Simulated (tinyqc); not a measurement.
Raising U: Hubbard chain of 4 sites, mean field against exact. Computed by the program tinyqc. Collinear unrestricted mean field (the lowest of 40 random starts) against exact diagonalisation.

one-body matrix (hopping and site energies) (eV):
```
         1        2        3        4
1   0.0000  -0.5700   0.0000   0.0000
2  -0.5700   0.0000  -0.5700   0.0000
3   0.0000  -0.5700   0.0000  -0.5700
4   0.0000   0.0000  -0.5700   0.0000
```

electrons, up and down: 2  2

Exact and mean-field results (eV):
```
U            U/t    E exact  E mean field  mean |n_up - n_down|  double occupancy, exact  first gap in the sector
0.2800    0.4912  -2.283394     -2.269117                0.0000                   0.2245                   0.6268
0.5700    1.0000  -2.037958     -1.979117                0.0000                   0.1988                   0.5578
1.1400    2.0000  -1.639287     -1.423312                0.3935                   0.1521                   0.4496
1.7100    3.0000  -1.338033     -1.049936                0.6966                   0.1138                   0.3687
2.2800    4.0000  -1.113293     -0.817563                0.8199                   0.0849                   0.3079
3.4200    6.0000  -0.816203     -0.559171                0.9177                   0.0494                   0.2266
4.5600    8.0000  -0.636788     -0.422980                0.9534                   0.0312                   0.1771
11.4000  20.0000  -0.267113     -0.170714                0.9925                   0.0057                   0.0744
```

Estimate the missing row, U = 6.84.

Computed row:
```
U           U/t    E exact  E mean field  mean |n_up - n_down|  double occupancy, exact  first gap in the sector
6.8400  12.0000  -0.437799     -0.283672                0.9792                   0.0152                   0.1218
```

In absolute terms mean field is worst at U/t = 4.0, 0.296 eV too high: at small U it is nearly exact, and at large U it misses only exchange-scale energies. Its local moments set in at U/t = 2.0 of those listed, a broken symmetry that the exact state of a finite cluster with equal spins does not have. Relative to the exact energy its error is 0.6 % at the smallest U, 36 % at most and 36 % at the largest. The double occupancy falls from 0.225 to 0.006; at the largest U the first gap is 0.65 times the exchange scale 4t^2/U.
